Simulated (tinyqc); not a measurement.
Worked calculation: five-level k.p model folded onto the conduction band. Values are carried at full precision from step to step, so a last printed digit may differ when a step is redone from the rounded ones.

Second-order sums for the lowest conduction level at E: 1/m = 1 + Cm + (Ep/3)(2/E + 1/(E + Dso)) - (Ep2/3)(2/(E7 + D2 - E) + 1/(E7 - E)); g/2 = 1 + Cg - (Ep/3)(1/E - 1/(E + Dso)) - (Ep2/3)(1/(E7 - E) - 1/(E7 + D2 - E)). E is counted from the top of the valence band; E = Eg at the edge.

Constants: hbar^2/2m0 = 3.80998211 eV angstrom^2.

Values chosen for the exercise (near those of InAs; the results hold for these values, not for the real material): Eg = 0.416 eV (gap at Gamma to the s-like level); Dso = 0.393 eV (spin-orbit splitting); Ep = 21.3 eV (Kane energy); E7 = 4.36 eV (upper Gamma7 conduction level, from the valence top); D2 = 0.15 eV (its spin-orbit splitting, Gamma8 above Gamma7); Ep2 = 4.8 eV (Kane energy to the upper levels); Cm = -2 (remote term in 1/m); Cg = -0.02 (remote term in g/2); k = 0.013 1/angstrom (wave vector along z).

## Mass and g factor term by term

Evaluate at E = Eg.

Terms:
```
level           part of 1/m  part of g
free + remote       -1.0000     1.9600
Gamma8 valence      34.1346   -34.1346
Gamma7 valence       8.7763    17.5525
Gamma8 upper        -0.7816     0.7816
Gamma7 upper        -0.4057    -0.8114
```

m = 0.0246 m0
g = -14.652

The valence levels give 42.91 to 1/m and the upper levels take 1.19 away. In g the two valence terms nearly cancel when Dso is small against Eg; here Dso/Eg = 0.94 and they leave -16.582, the upper pair -0.030.

## The matrix at one k

For k along z and one spin sector the level c couples to four states. With c0 = hbar^2/2m0, P = sqrt(Ep c0), P2 = sqrt(Ep2 c0): diagonal Eg + (1 + Cm) c0 k^2 for c, and 0, -Dso, E7 + D2, E7 for lh, so, G8 up, G7 up (their own dispersion is left out); couplings of c: sqrt(2/3) P k to lh, sqrt(1/3) P k to so, sqrt(2/3) P2 k to G8 up, sqrt(1/3) P2 k to G7 up (phases chosen real).

Fill in the matrix.

H (eV):
```
             c       lh        so    G8 up    G7 up
c      0.41536  0.09562   0.06761  0.04539  0.03210
lh     0.09562        0         0        0        0
so     0.06761        0  -0.39300        0        0
G8 up  0.04539        0         0  4.51000        0
G7 up  0.03210        0         0        0  4.36000
```

## Exact folding onto c

Solve E = H_cc + S(E), S(E) = sum_j H_cj^2/(E - H_jj), from E = H_cc, by plain substitution and by Newton steps on E - H_cc - S(E). The weight of c in the state is Z = 1/(1 - dS/dE). The exact level is the third eigenvalue of H from below.

Iterates (eV):
```
step  substitution   Newton
0          0.41536  0.41536
1          0.44226  0.44073
2          0.44073  0.44081
3          0.44082  0.44081
4          0.44081  0.44081
5          0.44081  0.44081
6          0.44081  0.44081
7          0.44081  0.44081
```

exact level = 0.44081 eV
Z = 0.9489

Substitution multiplies the error by about dS/dE = 1 - 1/Z = -0.054 a step, so it alternates; after 7 steps it is off by 3.5e-11 eV, while Newton is within 1e-5 eV from step 2 on.

## Loewdin series

Expanding E = H_cc + S(E) about Eg in powers of k^2, with s_n = sum_j H_cj^2/(Eg - H_jj)^n: order k^2: e2 = (1 + Cm) c0 k^2 + s1; order k^4: e4 = -s2 e2; order k^6: e6 = s3 e2^2 + s2^2 e2.

Give each order and the partial sums, counted from Eg.

s1 (eV), s2 (no unit), s3 (1/eV); (1 + Cm) c0 k^2 is H_cc - Eg: 0.02687  0.06001  0.13559

e2, e4, e6 (eV): 0.02622  -0.00157  0.00019

partial sums (eV): 0.02622  0.02465  0.02484

The exact value is 0.02481 eV; the errors of the partial sums are +1.41, -0.16 and +0.02 meV.

## Checks

- Curvature of the exact level at small k against the sum for 1/m: 40.723 against 40.724.

Run: tinyqc, `OMP_NUM_THREADS=1 python tinyqc.py 1050812 1050813 out.jsonl`; Intel(R) Xeon(R) Processor @ 2.30GHz, one thread, shared host; about 0.01 s of CPU time with all checks.
